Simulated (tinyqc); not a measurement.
Inside a calculation. Method: FCI on RHF in the cc-pvdz basis, for He, spin multiplicity 1. Computed by tinyqc, a small Python program that keeps every step (integrals from PySCF). Settings: charge = 0, multiplicity = 1, basis = cc-pvdz, method = RHF, energy threshold = 1e-10, iteration cap = 60, orthogonalisation = symmetric, start = atomic densities, DIIS depth = 6, ci = FCI, davidson = 1. Command: `OMP_NUM_THREADS=1 python tinyqc.py 21374 21375 out.jsonl` (the two numbers bound the seeds that draw the settings). One thread of a shared host (Intel(R) Xeon(R) Processor @ 2.60GHz), about 0.08 s of CPU time with the checks. The early iterations of the SCF are left out here.

## One-electron integrals

Geometry (angstrom):
```
atom         x         y         z
He    0.000000  0.000000  0.000000
```

Basis cc-pvdz: exponents (1/bohr^2) and contraction coefficients of normalised primitives:
```
element  l (shell)   exponent  coefficient
He           s (1)  38.360000     0.040176
He           s (1)   5.770000     0.261368
He           s (1)   1.240000     0.793071
He           s (2)   0.297600     1.000000
He           p (3)   1.275000     1.000000
```

Overlap, kinetic and nuclear-attraction integrals over the contracted functions; the nuclear repulsion is the sum of Za Zb / Rab.

nuclear repulsion = 0 hartree

overlap S:
```
           1He 1s    1He 2s   1He 2px   1He 2py   1He 2pz
1He 1s   1.000000  0.634168  0.000000  0.000000  0.000000
1He 2s   0.634168  1.000000  0.000000  0.000000  0.000000
1He 2px  0.000000  0.000000  1.000000  0.000000  0.000000
1He 2py  0.000000  0.000000  0.000000  1.000000  0.000000
1He 2pz  0.000000  0.000000  0.000000  0.000000  1.000000
```

kinetic energy T (hartree):
```
           1He 1s    1He 2s   1He 2px   1He 2py   1He 2pz
1He 1s   2.922435  0.466660  0.000000  0.000000  0.000000
1He 2s   0.466660  0.446400  0.000000  0.000000  0.000000
1He 2px  0.000000  0.000000  3.187500  0.000000  0.000000
1He 2py  0.000000  0.000000  0.000000  3.187500  0.000000
1He 2pz  0.000000  0.000000  0.000000  0.000000  3.187500
```

nuclear attraction V (hartree):
```
            1He 1s     1He 2s    1He 2px    1He 2py    1He 2pz
1He 1s   -4.802688  -2.012449   0.000000   0.000000   0.000000
1He 2s   -2.012449  -1.741071   0.000000   0.000000   0.000000
1He 2px   0.000000   0.000000  -2.402503   0.000000   0.000000
1He 2py   0.000000   0.000000   0.000000  -2.402503   0.000000
1He 2pz   0.000000   0.000000   0.000000   0.000000  -2.402503
```

core Hamiltonian H = T + V (hartree):
```
            1He 1s     1He 2s   1He 2px   1He 2py   1He 2pz
1He 1s   -1.880253  -1.545789  0.000000  0.000000  0.000000
1He 2s   -1.545789  -1.294671  0.000000  0.000000  0.000000
1He 2px   0.000000   0.000000  0.784997  0.000000  0.000000
1He 2py   0.000000   0.000000  0.000000  0.784997  0.000000
1He 2pz   0.000000   0.000000  0.000000  0.000000  0.784997
```

## Two-electron integrals

Functions are numbered as in S; the eight-fold symmetry (ij|kl) = (ji|kl) = (kl|ij) leaves the list below.

Two-electron integrals (ij|kl) in chemists' order, unique and non-zero (hartree):
```
(11|11) 1.543036   (21|11) 0.784979   (21|21) 0.426774   (22|11) 0.803460
(22|21) 0.475908   (22|22) 0.615562   (31|31) 0.177307   (32|31) 0.142524
(32|32) 0.130008   (33|11) 1.099799   (33|21) 0.627782   (33|22) 0.734404
(33|33) 1.040531   (41|41) 0.177307   (42|41) 0.142524   (42|42) 0.130008
(43|43) 0.063706   (44|11) 1.099799   (44|21) 0.627782   (44|22) 0.734404
(44|33) 0.913119   (44|44) 1.040531   (51|51) 0.177307   (52|51) 0.142524
(52|52) 0.130008   (53|53) 0.063706   (54|54) 0.063706   (55|11) 1.099799
(55|21) 0.627782   (55|22) 0.734404   (55|33) 0.913119   (55|44) 0.913119
(55|55) 1.040531
```

## Orthogonalisation

S = U s U^T; symmetric (Loewdin) form X = U s^(-1/2) U^T, so that X^T S X = 1.

eigenvalues of S: 0.365832  1.000000  1.000000  1.000000  1.634168

X:
```
            1He 1s     1He 2s   1He 2px   1He 2py   1He 2pz
1He 1s    1.217794  -0.435533  0.000000  0.000000  0.000000
1He 2s   -0.435533   1.217794  0.000000  0.000000  0.000000
1He 2px   0.000000   0.000000  1.000000  0.000000  0.000000
1He 2py   0.000000   0.000000  0.000000  1.000000  0.000000
1He 2pz   0.000000   0.000000  0.000000  0.000000  1.000000
```

## Iteration 4 (converged): orbitals

converged F (hartree):
```
            1He 1s     1He 2s   1He 2px   1He 2py   1He 2pz
1He 1s   -0.550426  -0.999872  0.000000  0.000000  0.000000
1He 2s   -0.999872  -0.428819  0.000000  0.000000  0.000000
1He 2px   0.000000   0.000000  2.524372  0.000000  0.000000
1He 2py   0.000000   0.000000  0.000000  2.524372  0.000000
1He 2pz   0.000000   0.000000  0.000000  0.000000  2.524372
```

Diagonalise F' = X^T F X, C = X C', fill 1 alpha and 1 beta electrons from the bottom; D = 2 C_occ C_occ^T. Each column has its largest component positive (the first on a tie).

F' = X^T F X (hartree):
```
           1          2         3         4         5
1   0.163007  -1.153116  0.000000  0.000000  0.000000
2  -1.153116   0.320286  0.000000  0.000000  0.000000
3   0.000000   0.000000  2.524372  0.000000  0.000000
4   0.000000   0.000000  0.000000  2.524372  0.000000
5   0.000000   0.000000  0.000000  0.000000  2.524372
```

orbital energies (hartree): MO1 -0.914148, MO2 1.397442, MO3 2.524372, MO4 2.524372, MO5 2.524372

coefficients C:
```
              MO1        MO2       MO3       MO4       MO5
1He 1s   0.592616  -1.149573  0.000000  0.000000  0.000000
1He 2s   0.513027   1.187231  0.000000  0.000000  0.000000
1He 2px  0.000000   0.000000  1.000000  0.000000  0.000000
1He 2py  0.000000   0.000000  0.000000  1.000000  0.000000
1He 2pz  0.000000   0.000000  0.000000  0.000000  1.000000
```

D after iteration 4:
```
           1He 1s    1He 2s   1He 2px   1He 2py   1He 2pz
1He 1s   0.702388  0.608056  0.000000  0.000000  0.000000
1He 2s   0.608056  0.526393  0.000000  0.000000  0.000000
1He 2px  0.000000  0.000000  0.000000  0.000000  0.000000
1He 2py  0.000000  0.000000  0.000000  0.000000  0.000000
1He 2pz  0.000000  0.000000  0.000000  0.000000  0.000000
```

Within a degenerate level the vectors are fixed only up to a rotation; this is one choice.

## Convergence

Stop when the energy changes by less than 1e-10 hartree and every element of the error matrix X^T (F D S - S D F) X is below 3e-06.

Course of the cycle:
```
iteration  E (hartree)     change  largest element of the error matrix
1          -2.85513844          -                             9.71e-03
2          -2.85516035  -2.19e-05                             7.34e-04
3          -2.85516048  -1.26e-07                             5.49e-08
4          -2.85516048  -1.78e-15                             2.52e-08
```

PySCF RHF in the same basis = -2.85516048 hartree

Converged in 4 iterations.

## Integrals over molecular orbitals

(pq|rs) = sum C_ip C_jq C_kr C_ls (ij|kl), one index at a time.

one-electron integrals over orbitals h = C^T H C (hartree):
```
           1          2         3         4         5
1  -1.941013   0.316447  0.000000  0.000000  0.000000
2   0.316447  -0.090238  0.000000  0.000000  0.000000
3   0.000000   0.000000  0.784997  0.000000  0.000000
4   0.000000   0.000000  0.000000  0.784997  0.000000
5   0.000000   0.000000  0.000000  0.000000  0.784997
```

Two-electron integrals over orbitals (pq|rs), unique and non-zero (hartree):
```
(11|11) 1.026865    (21|11) -0.316447   (21|21) 0.227505    (22|11) 0.857592
(22|21) -0.255195   (22|22) 0.765495    (31|31) 0.183149    (32|31) -0.025386
(32|32) 0.028529    (33|11) 0.961262    (33|21) -0.230485   (33|22) 0.774953
(33|33) 1.040531    (41|41) 0.183149    (42|41) -0.025386   (42|42) 0.028529
(43|43) 0.063706    (44|11) 0.961262    (44|21) -0.230485   (44|22) 0.774953
(44|33) 0.913119    (44|44) 1.040531    (51|51) 0.183149    (52|51) -0.025386
(52|52) 0.028529    (53|53) 0.063706    (54|54) 0.063706    (55|11) 0.961262
(55|21) -0.230485   (55|22) 0.774953    (55|33) 0.913119    (55|44) 0.913119
(55|55) 1.040531
```

## FCI: determinants and Hamiltonian

Hartree-Fock energy = -2.85516048 hartree

Slater-Condon rules over spin orbitals, with the nuclear repulsion added and E(HF) subtracted on the diagonal. Only determinants linked to the reference directly or through others are kept (one block of an abelian symmetry group), so some states are absent.

Occupation strings over the orbitals (2 doubly, a alpha, b beta, 0 empty; spin orbitals ordered 1a 1b 2a 2b ...): 20000 ab000 ba000 02000 00200 00020 00002

H - E(HF) between determinants (hartree):
```
          20000      ab000      ba000      02000      00200      00020      00002
20000  0.000000   0.000000   0.000000   0.227505   0.183149   0.183149   0.183149
ab000  0.000000   1.681502  -0.227505   0.061252  -0.025386  -0.025386  -0.025386
ba000  0.000000  -0.227505   1.681502  -0.061252   0.025386   0.025386   0.025386
02000  0.227505   0.061252  -0.061252   3.440179   0.028529   0.028529   0.028529
00200  0.183149  -0.025386   0.025386   0.028529   5.465686   0.063706   0.063706
00020  0.183149  -0.025386   0.025386   0.028529   0.063706   5.465686   0.063706
00002  0.183149  -0.025386   0.025386   0.028529   0.063706   0.063706   5.465686
```

## FCI: roots

Diagonalise (each vector has its largest component positive (the first on a tie)); all determinants have Ms = 0, so triplets appear too. The lowest singlet root is the correlation energy.

lowest roots of this matrix, relative to E(HF) (hartree): -0.032434  1.453997  1.903009  3.457932  5.401980  5.401980  5.613778

lowest vectors:
```
          root 1    root 2     root 3     root 4
20000   0.996366  0.000000  -0.003744   0.062708
ab000   0.000776  0.707107   0.705868   0.040255
ba000  -0.000776  0.707107  -0.705868  -0.040255
02000  -0.064512  0.000000  -0.056275   0.995934
00200  -0.032104  0.000000   0.010333  -0.017729
00020  -0.032104  0.000000   0.010333  -0.017729
00002  -0.032104  0.000000   0.010333  -0.017729
```

<S^2> of these roots: 0.000000  2.000000  0.000000  0.000000  0.000000  0.000000  0.000000

weight of the ground state by excitation level 0, 1, 2, ...: 0.992745  0.000001  0.007254

Within a degenerate level the vectors are fixed only up to a rotation; this is one choice.

## The lowest root by the Davidson method

Start from the reference; add the residual divided by (theta - H_ii), orthogonalised, at each step.

Davidson iterations:
```
iteration  subspace  lowest Ritz value (hartree)  residual norm
1                 1                   0.00000000       3.90e-01
2                 2                  -0.03242967       3.81e-03
3                 3                  -0.03243433       2.53e-04
4                 4                  -0.03243435       2.61e-16
```
